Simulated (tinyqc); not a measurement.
Gate-all-around wire, scale length and short-channel effects: one step of the calculation.

A round wire of diameter ts in an insulator shell of thickness ti under a surrounding gate. Below threshold the potential that source and drain add obeys Laplace's equation and vanishes on the gate. Its lowest mode decays along the channel as exp(-k y); k is the smallest positive root of the matching condition at the interface, and the scale length is Lambda = pi/k.

Question. Decay constant by Newton steps. f(k) = ei J0(u)[J1(u) Y0(v) - Y1(u) J0(v)] - eps_r J1(u)[J0(u) Y0(v) - Y0(u) J0(v)], u = k ts/2, v = u + k ti; f' by a central difference with +/- 1e-5 1/nm; k(new) = k - f/f'.

Inputs (values chosen for the exercise); permittivities: semiconductor close to that of In0.53Ga0.47As, insulator close to that of zirconium oxide:
- eps_r = 13.9 (relative permittivity of the semiconductor)
- ei = 26 (relative permittivity of the insulator)
- ti = 6.2 nm (insulator thickness)
- ts = 4 nm (wire diameter)

k at the start = 0.3 1/nm

Wanted: f; f'; k after iteration 1.

Answer.

f = 0.78199
f' = -115.82 nm
k after iteration 1 = 0.30675 1/nm

tinyqc, about 0.01 s, one thread, Intel Xeon 2.30GHz (shared host): `OMP_NUM_THREADS=1 python tinyqc.py 2420099 2420100 out.jsonl`
